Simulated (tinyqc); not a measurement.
Worked calculation: Hueckel theory of the pi electrons, for the molecule O=C1C=CC(=O)C=C1 (SMILES; centres numbered as the heavy atoms are written). One step of it, computed by the program tinyqc.

Task: Orbitals. Diagonalise; E = alpha + x beta with beta < 0, so the largest x are filled first; degenerate levels share their electrons. P = sum n_i c_ri c_si; each orbital has its largest coefficient positive (the first on a tie).

Hueckel matrix in units of beta (H = alpha + beta A), order 1O, 2C, 3C, 4C, 5C, 6O, 7C, 8C:
$$\begin{pmatrix}
0.960000 & 1.000000 & 0.000000 & 0.000000 & 0.000000 & 0.000000 & 0.000000 & 0.000000 \\
1.000000 & 0.000000 & 1.000000 & 0.000000 & 0.000000 & 0.000000 & 0.000000 & 1.000000 \\
0.000000 & 1.000000 & 0.000000 & 1.000000 & 0.000000 & 0.000000 & 0.000000 & 0.000000 \\
0.000000 & 0.000000 & 1.000000 & 0.000000 & 1.000000 & 0.000000 & 0.000000 & 0.000000 \\
0.000000 & 0.000000 & 0.000000 & 1.000000 & 0.000000 & 1.000000 & 1.000000 & 0.000000 \\
0.000000 & 0.000000 & 0.000000 & 0.000000 & 1.000000 & 0.960000 & 0.000000 & 0.000000 \\
0.000000 & 0.000000 & 0.000000 & 0.000000 & 1.000000 & 0.000000 & 0.000000 & 1.000000 \\
0.000000 & 1.000000 & 0.000000 & 0.000000 & 0.000000 & 0.000000 & 1.000000 & 0.000000
\end{pmatrix}$$

pi electrons, sum of z_r less the charge = 8

Give: x values; occupations; coefficients; charge and bond-order matrix P.

Result:

x values: [2.294, 1.840, 1.000, 0.973, 0.236, -1.000, -1.308, -2.116]

occupations: [2.000, 2.000, 2.000, 2.000, 0.000, 0.000, 0.000, 0.000]

coefficients, order 1O, 2C, 3C, 4C, 5C, 6O, 7C, 8C:
$$\begin{pmatrix}
0.319 & 0.504 & 0.000 & 0.580 & 0.476 & 0.000 & -0.249 & -0.140 \\
0.426 & 0.444 & 0.000 & 0.008 & -0.344 & 0.000 & 0.564 & 0.430 \\
0.329 & 0.156 & 0.500 & -0.286 & -0.279 & 0.500 & -0.245 & -0.385 \\
0.329 & -0.156 & 0.500 & -0.286 & 0.279 & -0.500 & -0.245 & 0.385 \\
0.426 & -0.444 & 0.000 & 0.008 & 0.344 & 0.000 & 0.564 & -0.430 \\
0.319 & -0.504 & 0.000 & 0.580 & -0.476 & 0.000 & -0.249 & 0.140 \\
0.329 & -0.156 & -0.500 & -0.286 & 0.279 & 0.500 & -0.245 & 0.385 \\
0.329 & 0.156 & -0.500 & -0.286 & -0.279 & -0.500 & -0.245 & -0.385
\end{pmatrix}$$

charge and bond-order matrix P, order 1O, 2C, 3C, 4C, 5C, 6O, 7C, 8C:
$$\begin{pmatrix}
1.385 & 0.728 & 0.036 & -0.279 & -0.167 & 0.368 & -0.279 & 0.036 \\
0.728 & 0.757 & 0.415 & 0.137 & -0.031 & -0.167 & 0.137 & 0.415 \\
0.036 & 0.415 & 0.929 & 0.832 & 0.137 & -0.279 & -0.168 & -0.071 \\
-0.279 & 0.137 & 0.832 & 0.929 & 0.415 & 0.036 & -0.071 & -0.168 \\
-0.167 & -0.031 & 0.137 & 0.415 & 0.757 & 0.728 & 0.415 & 0.137 \\
0.368 & -0.167 & -0.279 & 0.036 & 0.728 & 1.385 & 0.036 & -0.279 \\
-0.279 & 0.137 & -0.168 & -0.071 & 0.415 & 0.036 & 0.929 & 0.832 \\
0.036 & 0.415 & -0.071 & -0.168 & 0.137 & -0.279 & 0.832 & 0.929
\end{pmatrix}$$
